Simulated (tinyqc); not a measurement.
Weak link from the transmission.

Inverse problem. An infinite chain has hopping -t with t = 0.484 eV and site energy 0; E = -2 t cos(k) with E = 0.36 eV. One bond has the hopping -y t with 0 < y < 1, so T(E) = 4 y^2 sin^2 k/[(1 - y^2)^2 + 4 y^2 sin^2 k]. Find y and the hopping y t.

T(E) = 0.92498558

Solution. With b = |sin k| sqrt(1/T(E) - 1), (1 - y^2)/(2 y) = b, whose root below 1 is sqrt(b^2 + 1) - b.

y = 0.7700
y t = 0.3727 eV

Computed by the program tinyqc: `OMP_NUM_THREADS=1 python tinyqc.py 2660021 2660022 out.jsonl`, one thread of a shared Intel Xeon 2.30GHz, about 0.01 s for the whole run.
